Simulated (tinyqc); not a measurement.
Nanosheet or nanowire with hard walls, valleys of the Si type, step by step. Values are carried at full precision from step to step, so a last printed digit may differ when a step is redone from the rounded ones.

Six ellipsoidal valleys along the cube axes: inverse mass tensor w = 1/mt + (1/ml - 1/mt) a a^T with a the unit axis. Device axes: x along the channel, z = [001], y = z x x.

Constants: hbar^2/2m0 = 3.80998211 eV angstrom^2; hbar = 6.58211957e-16 eV s; e^2/h = 3.874045865e-05 S; kB = 8.617333262e-05 eV/K.

Inputs chosen for the exercise (near those of Si; shifted at random, so the results belong to these values and not to a real crystal): ml = 0.903 m0 (longitudinal mass); mt = 0.188 m0 (transverse mass); channel = 110 (transport direction x on a (001) wafer); W = 35 angstrom (width, along y); H = 58 angstrom (height, along z = [001]); dE = 0.182 eV (EF above the lowest subband edge); T = 300 K (temperature); g_all = 6 (number of valleys).

## Valley masses for a [110] channel

Rotate w into the device axes and group equal valleys (|w_yz| counts); order by w_zz, then w_yy. 1/m_x = w_xx - w_xc w_c^-1 w_cx with c the block (y, z).

Valleys:
```
group,valleys g,w_yy,w_zz,|w_yz|,m_x (m0)
A,2,5.3191,1.1074,0.0000,0.1880
B,4,3.2133,5.3191,0.0000,0.5455
```

The lightest transport mass, 0.188 m0, belongs to group A.

## One-dimensional subbands

Hard walls around a W x H rectangle. The block w_c of w in (y, z) confines; the transport mass follows from 1/m_x = w_xx - w_xc w_c^-1 w_cx. The cross-section problem c (w_yy ky^2 + 2 w_yz ky kz + w_zz kz^2), c = hbar^2/2m0, is solved in products sin(n pi y/W) sin(l pi z/H), n, l = 1 to 12; if w_yz = 0 the levels are c pi^2 (w_yy n^2/W^2 + w_zz l^2/H^2). The w_yz term couples (n, l) to (n', l') by -2 c w_yz D_nn'(W) D_ll'(H) with D_nm(L) = 4 n m/(L (n^2 - m^2)) for n + m odd and 0 otherwise.

The ten lowest levels of all groups together, numbered within each group.

Subbands:
```
label,valleys g,m_x (m0),E (eV)
B1,4,0.5455,0.1581
A1,2,0.1880,0.1757
A2,2,0.1880,0.2128
A3,2,0.1880,0.2747
B2,4,0.5455,0.3365
A4,2,0.1880,0.3613
B3,4,0.5455,0.4540
A5,2,0.1880,0.4727
A6,2,0.1880,0.6089
B4,4,0.5455,0.6324
```

The lowest subband is B1; the number of further ones in the list within kB T = 25.9 meV of it at 300 K is 1.

## Modes, density and velocity at zero temperature

With EF = E_lowest + dE, each subband below EF has k_F = sqrt(m_x (EF - E)/c), carries n = 2 g k_F/pi electrons per length (spin included), moves at v = 2 c k_F/(hbar m_x) and adds 2 g e^2/h to the ballistic conductance; c = hbar^2/2m0, 1 angstrom/s = 1e-8 cm/s.

Occupied subbands:
```
label,k_F (1/angstrom),n (1/nm),v (1e7 cm/s)
B1,0.1614,4.111,3.43
A1,0.0901,1.147,5.55
A2,0.0793,1.009,4.88
A3,0.0568,0.723,3.50
B2,0.0228,0.580,0.48
```

total n = 7.570 1/nm
ballistic conductance = 1084.7 microsiemens

EF lies below the last listed level, so the count is complete for these valleys (other families, and non-parabolicity above about 0.2 eV, are left out): 5 subbands with 14 valley modes. The Fermi velocity, averaged with the densities as weights, is 3.72 x 1e7 cm/s; the mean over all filled states moving one way is half of it.

## Threshold shift from confinement

Without degeneracy the line density is N1 exp((EF - Ec)/kB T) with N1 = sum 2 g sqrt(m_x kB T/(4 pi c)) exp(-E/kB T), here over n, l up to 80 where w_yz = 0 and over all levels of a 12 x 12 sine basis otherwise; the classical value is W H Nc with Nc = 2 g_all (m_dos kB T/(4 pi c))^(3/2), m_dos = (ml mt^2)^(1/3); dVt = kB T ln(W H Nc/N1).

Form N1, W H Nc and dVt.

N1 = 0.003604 1/nm
W H Nc = 0.5460 1/nm
dVt = 129.8 mV

## Checks

- Lowest level of group A on a 40 x 40 difference grid against the sine basis, eV: both 0.176.

tinyqc: `OMP_NUM_THREADS=1 python tinyqc.py 1282416 1282417 out.jsonl`; about 0.06 s, one thread, shared Intel(R) Xeon(R) Processor @ 2.30GHz.
